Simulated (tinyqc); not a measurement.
Inside a calculation. Model: frequency dispersion of an accumulation capacitance by border traps, distributed model.

Program tinyqc, `OMP_NUM_THREADS=1 python tinyqc.py 2202020 2202021 out.jsonl`; Intel Xeon 2.30GHz, shared host, one thread, about 0.4 s. Printed values are rounded.

Traps spread evenly through the insulator exchange electrons with the semiconductor by tunnelling, with tau(x) = t0 exp(2 ka x) at depth x from the interface. The admittance per area Y seen at depth x obeys dY/dx = -Y^2/(i w eps0 eox) + q Nb ln(1 + i w tau)/tau, with Y(0) = i w Cs and w = 2 pi f; the gate sees Y(tox) = G + i w C. Working variable y = Y/(i w), in uF/cm^2. Cox = eps0 eox/tox.

Values chosen for this exercise; permittivity close to that of hafnium oxide: relative permittivity of the insulator eox = 19.9; insulator thickness tox = 6.3 nm; semiconductor capacitance in accumulation Cs = 0.92 uF/cm^2; density of border traps Nb = 1.1e19 cm^-3 eV^-1; decay constant of the wave function in the insulator ka = 3.1 1/nm; time constant of a trap at the interface t0 = 2e-11 s; frequency f = 100 Hz; depth down to which the steps are taken xe = 3.7 nm.

Constants: q = 1.602176634e-19 C, eps0 = 8.8541878128e-14 F/cm where lengths are in cm. Results are converted to the units shown.

## Scales and lumped estimate

Cox; trap-free value 1/(1/Cox + 1/Cs); response depth d = ln(1/(w t0))/(2 ka), where w tau = 1; lumped estimate: all traps within d act as C_bt = q Nb d placed at d/2, so C = 1/{1/[1/(1/Cs + d/(2 eps0 eox)) + C_bt] + (tox - d/2)/(eps0 eox)}.

Cox = 2.79680 uF/cm^2
trap-free C = 0.692277 uF/cm^2
d = 2.93423 nm
C_bt = 0.517127 uF/cm^2
lumped C = 0.996684 uF/cm^2

The traps within reach amount to 0.562 Cs and lie in the first 46.6 % of the insulator.

## Midpoint steps through the active depth

In terms of y: dy/dx = -y^2/(eps0 eox) + s(x), s = q Nb ln(1 + z)/z, z = i w tau. 8 midpoint steps of h = xe/8: y_half = y + (h/2) y'(x, y), y(new) = y + h y'(x + h/2, y_half).

| point | x (nm) | s (uF/(cm^2 nm)) | y (uF/cm^2) |
|---|---|---|---|
| 0 | 0 | 0.176239+0.000000i | 0.92000+0.00000i |
| 1 | 0.4625 | 0.176239+0.000000i | 0.97784+0.00000i |
| 2 | 0.925 | 0.176239+0.000000i | 1.03278+0.00000i |
| 3 | 1.38750 | 0.176239-0.000006i | 1.08483+0.00000i |
| 4 | 1.85 | 0.176239-0.000106i | 1.13399-0.00001i |
| 5 | 2.31250 | 0.176213-0.001866i | 1.18031-0.00022i |
| 6 | 2.775 | 0.168702-0.030746i | 1.22363-0.00378i |
| 7 | 3.23750 | 0.038162-0.050861i | 1.23532-0.03532i |
| 8 | 3.7 | 0.002387-0.007256i | 1.20059-0.04219i |

## Capacitance and conductance at the gate

y at xe = 1.20059-0.04219i uF/cm^2

Beyond xe the traps are ignored, so 1/y(tox) = 1/y(xe) + (tox - xe)/(eps0 eox); C = Re y, G/w = -Im y, loss tangent G/(w C).

y at the gate = 1.02006-0.03045i uF/cm^2
C = 1.02006 uF/cm^2
G/w = 0.0304462 uF/cm^2
loss tangent = 0.0298474

A fine integration over the whole insulator gives C = 1.0207 and G/w = 0.02965 uF/cm^2; the coarse G/w is 2.7 % above that. The fine C is 47 % above the trap-free value, and the lumped estimate is 2.4 % below the fine result.
